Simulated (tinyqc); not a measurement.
Worked calculation: deformation-potential model of the L valleys of a conduction band. Values are carried at full precision from step to step, so a last printed digit may differ when a step is redone from the rounded ones.

s11 = (C11 + C12)/((C11 - C12)(C11 + 2 C12)), s12 = -C12/((C11 - C12)(C11 + 2 C12)), s44 = 1/C44; exx = s11 sxx + s12 (syy + szz) and cyclic, exy = s44 sxy/2; tension is positive. A uniaxial stress X along the unit vector n is s_ij = X n_i n_j.

Constants: kB = 8.617333262e-05 eV/K; hbar^2/2m0 = 3.80998211 eV angstrom^2.

Values chosen for the exercise (near those of Ge; not measured data):
```
symbol  value           unit  meaning
C11     132.3           GPa
C12     47.6            GPa
C44     65.2            GPa
load    uniaxial [110]        kind of stress
X       0.27            GPa   stress
Xd      -6.36           eV    dilation potential
Xu      15.91           eV    uniaxial potential
T       300             K     temperature
ml      1.551           m0    longitudinal mass
mt      0.083           m0    transverse mass
```

## Strain from a uniaxial [110] stress

Form the compliances and the strain.

s11, s12, s44 (1/TPa): 9.3361  -2.4703  15.3374

strain tensor:
```
          x         y          z
x  0.000927  0.001035   0.000000
y  0.001035  0.000927   0.000000
z  0.000000  0.000000  -0.000667
```

## Valley shifts

Valleys with axes along [111], [1-1-1], [-11-1] and [-1-11], one whole valley each. Herring-Vogt shift of a valley with unit axis a: dE = Xd tr(e) + Xu a.e.a. Non-degenerate shares n_i = exp(-dE_i/kT)/sum_j exp(-dE_j/kT). Inverse mass tensor of a valley: (1 - a a)/mt + a a/ml; the masses are taken as independent of strain.

Apply the Herring-Vogt formula to each valley.

Xd tr(e) = -7.55 meV

a.e.a: [111] 0.001086, [1-1-1] -0.000295, [-11-1] -0.000295, [-1-11] 0.001086

shifts dE (meV): [111] 9.73, [1-1-1] -12.23, [-11-1] -12.23, [-1-11] 9.73

The lowest valleys are [1-1-1] and [-11-1], 22.0 meV below the highest; the mean shift over all valleys is (Xd + Xu/3) tr(e) = -1.25 meV.

## Shares of the electrons

Boltzmann factors of the shifts.

kT = 25.852 meV

shares: [111] 0.1498, [1-1-1] 0.3502, [-11-1] 0.3502, [-1-11] 0.1498

effective number of valley axes, 1/(largest share) = 2.855

## Conductivity mass tensor

With one scattering time for all valleys the conductivity goes as M = sum_i n_i (inverse mass tensor of valley i); along the unit vector u, 1/m_c = u.M.u. Without stress 1/m_c = (1/ml + 2/mt)/3. Take u along [111].

M (1/m0):
```
       x      y      z
x  8.247  1.524  0.000
y  1.524  8.247  0.000
z  0.000  0.000  8.247
```

m_c along [111] = 0.1080 m0
m_c without stress = 0.1213 m0

The repopulation alone changes the mobility along [111] by +12.3 %; with all electrons in the valleys lightest or heaviest along this direction it would change by +31 or -92 %.

## Effective density of states

Each of the 4 whole valleys has m_d = (ml mt^2)^(1/3) and N = 2 (m_d kT/(4 pi c))^(3/2), c = hbar^2/2m0. Counted from the lowest edge, Nc = N x sum_i exp(-(dE_i - dE_min)/kT). 1 angstrom^-3 = 1e24 cm^-3.

m_d = 0.2203 m0
N of one valley = 2.594e+18 cm^-3
Nc under stress = 7.406e+18 cm^-3
Nc without stress = 1.038e+19 cm^-3

## Piezoresistance from repopulation

For small stress d(rho)/rho = pi X. For valleys on the <111> axes pi11 = pi12 = 0 and pi44 = -Xu s44/(3 kT) x (K - 1)/(2K + 1), K = ml/mt. For stress along [110]: pi_l = (pi11 + pi12 + pi44)/2 with the current along it and pi_t = (pi11 + pi12 - pi44)/2 with the current along [1-10]. 1/GPa = 100 x 1e-11/Pa.

K = 18.687

pi11, pi12, pi44 (1e-11/Pa): 0.0  0.0  -145.0

pi_l, pi_t for [110] (1e-11/Pa): -72.5  72.5

Only the transfer between valleys is counted; changes of mass and of intervalley scattering add to it in a real crystal.

## Checks

- Conductivity mass at zero stress against 3/(1/ml + 2/mt): both 0.1212556.
- Piezoresistance coefficients by finite differences against the closed form: largest difference 4.3e-09.

tinyqc: `OMP_NUM_THREADS=1 python tinyqc.py 1080037 1080038 out.jsonl`; about 0.02 s, one thread, shared Intel(R) Xeon(R) Processor @ 2.30GHz.
